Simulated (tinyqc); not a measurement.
Sputter depth profiling of a dopant layer: erosion rate, quantification and the mixing-roughness response: one step, computed by the program tinyqc.

A rastered ion beam erodes silicon (49.94 atoms per nm^3). The measured profile is the true one convolved with a depth response.

Task: Moments. Convolution adds means and variances: the response has mean 0 (shift -w plus exponential mean w) and variance w^2 + sigma^2; a box adds the mean b/2 and the variance b^2/12.

Inputs (values chosen for the exercise, modelled on a dopant in silicon under an oxygen or caesium beam): roughness sigma = 1.3 nm; depth of the top edge z0 = 18 nm; box width b = 8.4 nm.

True profile: box.

mixing length w = 3.224903 nm

depth of the maximum = 21.81781 nm

Give: centroid; standard deviation; maximum minus centroid.

Result:

centroid = 22.2 nm

standard deviation = 4.239 nm

maximum minus centroid = -0.3822 nm

The centroid stays at the true position while the maximum lies nearer the surface, so depth is read from the centroid.
